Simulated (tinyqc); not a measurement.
Worked calculation: bound state in one dimension: Numerov shooting, finite differences, DVR. Computed by tinyqc, a small Python program that keeps every step. Settings: points = 64. Command: `OMP_NUM_THREADS=1 python tinyqc.py 28032 28033 out.jsonl` (the two numbers bound the seeds that draw the settings). One thread of a shared host (Intel(R) Xeon(R) Processor @ 2.60GHz), about 0.01 s of CPU time with the checks.

## Numerov steps at E = 0.1

One particle of mass 1 in V = 1.5 (x^2 - 1.44^2)^2 / 1.44^4 (atomic units), psi = 0 at both ends:

| parameter | value |
|---|---|
| left end | -3.400000 |
| right end | 3.400000 |
| intervals | 64 |
| h | 0.106250 |
| state sought (nodes) | 1 |

k_i = 2 m (E - V_i); (1 + h^2 k_(i+1)/12) y_(i+1) = 2 (1 - 5 h^2 k_i/12) y_i - (1 + h^2 k_(i-1)/12) y_(i-1), from y_0 = 0, y_1 = 0.001.

Points along the way:

| i | x | V | k | y |
|---|---|---|---|---|
| 0 | -3.400000 | 31.393819 | -62.587639 | 0.000000 |
| 1 | -3.293750 | 26.862984 | -53.525968 | 0.001000 |
| 2 | -3.187500 | 22.812271 | -45.424541 | 0.002615 |
| 3 | -3.081250 | 19.209135 | -38.218270 | 0.005600 |
| 4 | -2.975000 | 16.022101 | -31.844202 | 0.011040 |
| 5 | -2.868750 | 13.220758 | -26.241517 | 0.020496 |
| 21 | -1.168750 | 0.174681 | -0.149362 | 1.770195 |
| 22 | -1.062500 | 0.311332 | -0.422663 | 1.927900 |
| 23 | -0.956250 | 0.468757 | -0.737513 | 2.094973 |
| 24 | -0.850000 | 0.636819 | -1.073639 | 2.279650 |
| 25 | -0.743750 | 0.806450 | -1.412900 | 2.492119 |
| 26 | -0.637500 | 0.969647 | -1.739293 | 2.744506 |

## Bisection on the node count

With more sign changes than the state has nodes (the last point included) the energy is too high, else too low; the bracket starts as 0.1 to 12.

Trials:

| trial | E | sign changes | y at the right end | next |
|---|---|---|---|---|
| 1 | 6.05000000 | 5 | -2.23e+00 | lower |
| 2 | 3.07500000 | 3 | -1.79e+01 | lower |
| 3 | 1.58750000 | 2 | 9.08e+01 | lower |
| 4 | 0.84375000 | 0 | 7.66e+01 | raise |
| 5 | 1.21562500 | 2 | 6.16e+00 | lower |
| 6 | 1.02968750 | 1 | -2.88e+01 | raise |
| 7 | 1.12265625 | 1 | -1.87e+01 | raise |
| 8 | 1.16914063 | 1 | -7.29e+00 | raise |
| 9 | 1.19238281 | 1 | -7.31e-01 | raise |
| 10 | 1.20400391 | 2 | 2.68e+00 | lower |
| 11 | 1.19819336 | 2 | 9.67e-01 | lower |
| 12 | 1.19528809 | 2 | 1.15e-01 | lower |
| 13 | 1.19383545 | 1 | -3.08e-01 | raise |
| 14 | 1.19456177 | 1 | -9.66e-02 | raise |
| ... | ... | ... | ... | ... |
| 29 | 1.19489272 | 1 | -4.82e-06 | raise |
| 30 | 1.19489273 | 1 | -1.58e-06 | raise |
| 31 | 1.19489274 | 2 | 3.47e-08 | lower |

eigenvalue = 1.19489274 hartree

## The same grid by other methods

Three-point finite differences and the sine-DVR kinetic matrix of Colbert and Miller on the same points.

Lowest levels (hartree):

| state | finite differences | DVR |
|---|---|---|
| 0 | 0.924556 | 0.925508 |
| 1 | 1.192977 | 1.194899 |
| 2 | 2.550929 | 2.556631 |
| 3 | 3.807810 | 3.823754 |
